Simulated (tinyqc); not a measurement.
Worked calculation: bound state in one dimension: Numerov shooting, finite differences, DVR. Computed by tinyqc, a small Python program that keeps every step. Settings: points = 64. Command: `OMP_NUM_THREADS=1 python tinyqc.py 28627 28628 out.jsonl` (the two numbers bound the seeds that draw the settings). One thread of a shared host (Intel(R) Xeon(R) Processor @ 2.60GHz), about 0.01 s of CPU time with the checks.

## Numerov steps at E = 0.1

One particle of mass 1 in V = 11.89 (1 - exp(-0.73 x))^2 (atomic units), psi = 0 at both ends:
```
parameter                 value
left end              -1.600000
right end                     7
intervals                    64
h                      0.134375
state sought (nodes)          0
```

k_i = 2 m (E - V_i); (1 + h^2 k_(i+1)/12) y_(i+1) = 2 (1 - 5 h^2 k_i/12) y_i - (1 + h^2 k_(i-1)/12) y_(i-1), from y_0 = 0, y_1 = 0.001.

Points along the way:
```
i         x        V          k        y
0   -1.6000  58.3643  -116.5285   0.0000
1   -1.4656  43.6081   -87.0163   0.0010
2   -1.3313  32.0859   -63.9718   0.0037
3   -1.1969  23.1649   -46.1298   0.0107
4   -1.0625  16.3305   -32.4610   0.0269
5   -0.9281  11.1645   -22.1290   0.0589
21   1.2219   4.1410    -8.0821   5.5861
22   1.3562   4.6959    -9.1918   7.9142
23   1.4906   5.2290   -10.2581  11.5835
24   1.6250   5.7371   -11.2743  17.4463
25   1.7594   6.2181   -12.2363  26.9437
26   1.8938   6.6709   -13.1418  42.5392
```

## Bisection on the node count

With more sign changes than the state has nodes (the last point included) the energy is too high, else too low; the bracket starts as 0.1 to 10.

Trials:
```
trial         E  sign changes  y at the right end   next
1      5.050000             2            1.42e+06  lower
2      2.575000             1           -8.66e+08  lower
3      1.337500             0            7.09e+09  raise
4      1.956250             1           -1.11e+09  lower
5      1.646875             0            6.24e+08  raise
6      1.801562             1           -5.82e+08  lower
7      1.724219             1           -8.64e+07  lower
8      1.685547             0            2.38e+08  raise
9      1.704883             0            6.89e+07  raise
10     1.714551             1           -1.05e+07  lower
11     1.709717             0            2.88e+07  raise
12     1.712134             0            9.03e+06  raise
13     1.713342             1           -7.50e+05  lower
14     1.712738             0            4.14e+06  raise
...         ...           ...                 ...    ...
28     1.713249             0            3.67e+01  raise
29     1.713249             1           -1.12e+02  lower
30     1.713249             1           -3.78e+01  lower
```

eigenvalue = 1.713249 hartree

## The same grid by other methods

Three-point finite differences and the sine-DVR kinetic matrix of Colbert and Miller on the same points.

Lowest levels (hartree):
```
state  finite differences     DVR
0                  1.7068  1.7133
1                  4.7160  4.7402
2                  7.1894  7.2343
```
